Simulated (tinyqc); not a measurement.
From results back to parameters: Koster-Slater impurity in an sp3s* host.

Problem. In the Koster-Slater model a defect shifts the s level of its site by Vs and the p levels by Vp; an A1 level solves 1/Vs = G_s(E) and a T2 level 1/Vp = G_p(E), E from the top of the valence band. A defect has an A1 level at E = 0.8678 eV, one of the energies of the table, and a T2 level at 1.4464 eV.

G(E) of the host (1/eV):
```
E (eV)         G_s         G_p
0.0000   0.0326518   0.3668976
0.2893   0.0230512   0.2415140
0.5785   0.0121965   0.1818484
0.8678  -0.0008359   0.1391899
1.1571  -0.0175381   0.1041600
1.4464  -0.0408281   0.0720996
1.7356  -0.0777293   0.0389227
2.0249  -0.1526719  -0.0024662
2.3142  -0.6741980  -0.1033329
```

Find: Vs, Vp.

Solution. Read G_s and G_p at the two energies and invert them. Vs is attractive and pulls its level down from the conduction bands. Vp is repulsive and pushes its level up from the valence bands.

Vs, Vp (eV): -1196.3  13.9

Run: tinyqc, `OMP_NUM_THREADS=1 python tinyqc.py 1451395 1451396 out.jsonl`; Intel(R) Xeon(R) Processor @ 2.30GHz, one thread, shared host; about 0.09 s of CPU time with all checks.
